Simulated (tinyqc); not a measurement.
Spin coating of a resist or spin-on film: centrifugal thinning, evaporation and the final thickness (Emslie and Meyerhofer models). Changing the evaporation rate at 1000 rpm e0. Computed by tinyqc, a small Python program. Command: `OMP_NUM_THREADS=1 python tinyqc.py 3113767 3113768 out.jsonl spincoat sweep`. One thread of a shared host (Intel(R) Xeon(R) Processor @ 2.30GHz), about 0.2 s of CPU time with the checks.

A Newtonian film stays uniform over the wafer; solvent and solids have the same density and the concentration is uniform through the thickness.

Inputs (values chosen for the exercise, of the order of those of a polymer resist in an ester solvent):
```
quantity                                 value        unit
solids volume fraction c0                 0.31           -
kinematic viscosity of the solvent nu_s    1.9      mm^2/s
viscosity constant k                       540      mm^2/s
viscosity exponent gamma                   2.8           -
spin speed f                               800         rpm
starting thickness h0                      300  micrometre
wafer radius R                             150          mm
shrinkage in the bake                      7.4           %
```

Method:
- omega = 2 pi f/60; nu(c) = nu_s + k c^gamma; evaporation rate e = e0 sqrt(f/1000 rpm).
- Flow constant K = 2 omega^2/(3 nu(c0)); Reynolds number of the air omega R^2/nu_air with nu_air = 15 mm^2/s.
- Meyerhofer estimate: flow rules until (1 - c0) K h^3 = e, then evaporation alone: h_w = (e/((1 - c0) K))^(1/3), dry film c0 h_w.
- Full model for solids s and liquid l per area, h = s + l, c = s/h: ds/dt = -c Q, dl/dt = -(1 - c) Q - e, Q = 2 omega^2 h^3/(3 nu(c)); integrated adaptively (relative tolerance 1e-9) until l = 0.
- Dry film = s at l = 0, before the bake; film after the bake = s x (1 - shrinkage).

One run for each value:
```
evaporation rate at 1000 rpm e0 (micrometre/s)  dry film (nm)  time to dry (s)  wet thickness h_w (micrometre)
0.010                                                    1335            389.5                            3.95
0.021                                                    1710            237.5                            5.06
0.045                                                    2205            142.9                            6.52
0.097                                                    2848             85.6                            8.42
0.210                                                    3684             51.1                           10.90
0.440                                                    4714             31.2                           13.94
0.940                                                    6071             18.8                           17.96
2.000                                                    7808             11.4                           23.10
```

Describe and explain the trends.

Over the rows, dry film (nm) rises from 1340 to 7810 (exponent d ln y / d ln x about 0.33 throughout); time to dry (s) falls from 389 to 11.4 (exponent d ln y / d ln x about -0.67 throughout); wet thickness h_w (micrometre) rises from 3.95 to 23.1 (exponent d ln y / d ln x about 0.33 throughout). The exponent of dry film stays at 0.33: the cube root of the evaporation rate.
